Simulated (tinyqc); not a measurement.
Inside a calculation. Model: threshold-voltage variability of a planar MOSFET, analytic estimates.

tinyqc, about 0.01 s, one thread, Intel Xeon 2.30GHz (shared host): `OMP_NUM_THREADS=1 python tinyqc.py 2090051 2090052 out.jsonl` Printed values are rounded.

Three independent sources add in quadrature: random dopants in the depleted layer, metal-gate grains of two orientations, and roughness of the two gate edges acting through the roll-off VT = VT(long) - Vr exp(-L/l). These are first-order estimates: no three-dimensional electrostatics, no percolation.

Parameters, values chosen for the exercise; material values close to those of silicon:

| symbol | value | unit | meaning |
|---|---|---|---|
| T | 273 | K | temperature |
| Eg | 1.11 | eV | band gap |
| eps_r | 11.8 |  | relative permittivity of the semiconductor |
| Nc | 2.41e19 | cm^-3 | conduction-band density of states at T |
| Nv | 2.29e19 | cm^-3 | valence-band density of states at T |
| Na | 4e18 | cm^-3 | channel doping |
| ti | 1.1 | nm | oxide-equivalent thickness in inversion |
| L | 90 | nm | gate length |
| W | 400 | nm | gate width |
| G | 7 | nm | metal grain size |
| dW | 0.2 | eV | work-function difference of the two grain orientations |
| p | 0.3 |  | share of the orientation of higher work function |
| De | 1.8 | nm | rms roughness of one gate edge |
| La | 20 | nm | correlation length of the roughness |
| l | 16 | nm | decay length of the threshold roll-off |
| Vr | 1.2 | V | prefactor of the roll-off |
| n | 1.34 |  | subthreshold factor |
| gI | 8 | 1/V | gm/I of a matched pair |
| sb | 1.4 | % | spread of the gain factor of one device |
| Nb | 8388608 |  | number of cells |
| Y | 0.981 |  | wanted yield |

Constants: q = 1.602176634e-19 C, kB = 1.380649e-23 J/K, Vt = kB T/q, eps0 = 8.8541878128e-14 F/cm where lengths are in cm. Results are converted to the units shown.

## Random dopants

ni = sqrt(Nc Nv) exp(-Eg/(2 Vt)), Eg in volts; Cox = 3.9 eps0/ti; Wd = sqrt(4 eps0 eps_r Vt ln(Na/ni)/(q Na)); dopants: s1 = (q/Cox) sqrt(Na Wd/(3 L W)). The slope A1 = s1 sqrt(L W); mean number of dopants Na L W Wd.

Cox = 3.139212 uF/cm^2
Wd = 18.29648 nm
mean number of dopants = 2634.693
A1 = 0.7971551 mV um
s1 = 4.201376 mV

Counting alone, 1/sqrt(N) of the depletion voltage q Na Wd/Cox = 374 mV, would give sqrt(3) times more: dopants deep in the layer act less on the surface.

## Metal grains and edge roughness

Grains: Ng = L W/G^2 (at least 1), s2 = dW sqrt(p (1 - p)/Ng). Edges, with exponential correlation and u = W/La: the mean gate length has sL^2 = 2 De^2 (2/u)[1 - (1 - exp(-u))/u]; s3 = sL (Vr/l) exp(-L/l).

Ng = 734.6939
s2 = 3.381321 mV
sL = 0.7846018 nm
dVT/dL = 0.2704922 mV/nm
s3 = 0.2122287 mV

## Total spread, mismatch and leakage

s = sqrt(s1^2 + s2^2 + s3^2). For a pair: s(dVT) = sqrt(2) s; current mismatch sqrt(2) sqrt((gI s)^2 + sb^2); input offset = current mismatch/gI. For a Gaussian VT the off current is log-normal with mean/median = exp(s^2/(2 (n Vt)^2)).

s = 5.397216 mV
s(dVT) = 7.632816 mV
current mismatch = 6.419215 %
input offset = 8.024019 mV
mean/median of Ioff = 1.014764

The dopants give 60.6 % of the variance; without them s would be 3.39 mV.

## Iteration 1: margin in standard deviations for the wanted yield

k at the start = 2

Cells fail independently with probability Q(k) = erfc(k/sqrt(2))/2 when the margin is k standard deviations, and Y = exp(-Nb Q(k)). phi = exp(-k^2/2)/sqrt(2 pi). Newton steps on ln Q(k) = ln(-ln(Y)/Nb): k(new) = k + [ln Q - ln(-ln(Y)/Nb)] Q/phi.

Q(k) = 0.02275013
phi = 0.05399097
k after iteration 1 = 8.789498

## Iteration 2: margin in standard deviations for the wanted yield

As before.

Q(k) = 7.511516e-19
phi = 6.685624e-18
k after iteration 2 = 6.336090

## Course of the iteration: margin in standard deviations for the wanted yield

Stop when k changes by less than 1e-9, or after 30 iterations.

Course of the iteration:
```
iteration	k	|change|
1	8.789498	6.79
2	6.336090	2.45
3	5.878919	0.457
4	5.862013	0.0169
5	5.861989	2.31e-5
6	5.861989	4.33e-11
```

Converged in 6 iterations. At the end the number of correct digits about doubles with each step. With s(dVT) = 7.63 mV, 5.86 standard deviations are 44.7 mV.
